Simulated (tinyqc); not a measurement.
Index and thickness from Psi and Delta.

Problem. Air (index 1), film, substrate with N2 = n2 - i k2; time factor exp(+i w t). q_j = sqrt(N_j^2 - sin^2 th), root with positive real part. Fresnel coefficients r_s = (q_a - q_b)/(q_a + q_b), r_p = (N_b^2 q_a - N_a^2 q_b)/(N_b^2 q_a + N_a^2 q_b). tan(Psi) exp(i Delta) = R_p/R_s, Delta taken from 0 to 360 degrees. beta = 2 pi d q1/lam, X = exp(-2 i beta), R = (r01 + r12 X)/(1 + r01 r12 X) for p and s. The film is transparent, with 1.15 < n1 < 2.9 and d under half a period. Find n1, d and the period.

Inputs (values chosen for the exercise):
```
symbol,value,unit,meaning
lam,405,nm,wavelength
th,60,degrees,angle of incidence
n2,5.42,,index of the substrate
k2,0.329,,extinction coefficient of the substrate
```

Psi = 42.842927 degrees
Delta = 111.81174 degrees

Answer. Two measured angles fix two unknowns; a search from many starts finds one solution in the range given. Thicker films with d plus a multiple of the period give the same angles.

n1 = 1.627
d = 53.00 nm
period = 147.0 nm

Numbers from tinyqc (`OMP_NUM_THREADS=1 python tinyqc.py 2870194 2870195 out.jsonl`; about 0.6 s on one thread of a shared Intel Xeon 2.30GHz).
